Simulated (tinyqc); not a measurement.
## Schottky barrier on an n-type semiconductor with a doping step, non-linear Poisson equation by Newton steps: Capacitance-voltage profiling

One dimension, metal at x = 0, donor density C(x) = N1 for x < x1 and Nd beyond. Energies are counted from the electron Fermi level of the semiconductor and the conduction-band edge is Ec = -psi, so n = Nc exp(psi/Vt); holes follow the Fermi level of the metal, at -V, so p = Nv exp((V - psi - Eg)/Vt). Ends: psi(0) = V - phiB and psi = Vt ln(Nd/Nc) deep inside. Boltzmann statistics, full ionisation, no current, no image force in the Poisson equation.

The Poisson equation d/dx(eps0 eps_r dpsi/dx) = -q (p - n + C) is solved on a mesh of about 1000 nodes or more that ends in neutral material. C_s = q d/dV of the integral of n over x, from the linearised equation. Probed depth w = eps0 eps_r/C_s; apparent doping N_app = C_s^3/(q eps0 eps_r dC_s/dV), the derivative by central differences over +/- 0.02 V.

Values chosen for this exercise; band and dielectric values close to those of 4H silicon carbide: temperature T = 293 K; band gap Eg = 3.22 eV; relative permittivity eps_r = 9.73; conduction-band density of states at T Nc = 1.65e19 cm^-3; valence-band density of states at T Nv = 2.42e19 cm^-3; donor density deep in the semiconductor Nd = 1.1e17 cm^-3; barrier height phiB = 1.62 eV; depth of the doping step x1 = 95 nm; donor density above the step N1 = 3.3e17 cm^-3.

Constants: q = 1.602176634e-19 C, kB = 1.380649e-23 J/K, Vt = kB T/q, eps0 = 8.8541878128e-14 F/cm where lengths are in cm. Results are converted to the units shown.

Capacitance-voltage profiling:
```
V (V)  C_s (nF/cm^2)  w (nm)  N_app (cm^-3)  true C(w) (cm^-3)  |E_0| (kV/cm)
0                123    69.9        3.26e17            3.30e17            428
-0.8            98.3    87.6        2.76e17            3.30e17            530
-1.6            78.0     110        1.30e17            1.10e17            612
-2.4            61.3     141        1.10e17            1.10e17            676
-3.2            51.9     166        1.10e17            1.10e17            728
-4              45.8     188        1.10e17            1.10e17            774
-4.8            41.4     208        1.10e17            1.10e17            814
-5.6            38.1     226        1.10e17            1.10e17            851
-6.4            35.5     243        1.10e17            1.10e17            885
-7.2            33.4     258        1.10e17            1.10e17            917
-8              31.6     273        1.10e17            1.10e17            947
```

C_s falls from 123 to 31.6 nF/cm^2 while the probed depth goes from 69.9 to 273 nm. The apparent doping falls from 3.26e17 to 1.10e17 cm^-3. It departs most from the true doping at that depth for V = -1.6 V, where it is 18 % above it; the method senses the electrons at the edge of the depleted layer, which are smeared over a few Debye lengths (LD = 11 nm at Nd), so it cannot follow a doping that changes on that scale.

Computed by the program tinyqc: `OMP_NUM_THREADS=1 python tinyqc.py 2020149 2020150 out.jsonl`, one thread of a shared Intel Xeon 2.30GHz, about 0.2 s for the whole run.
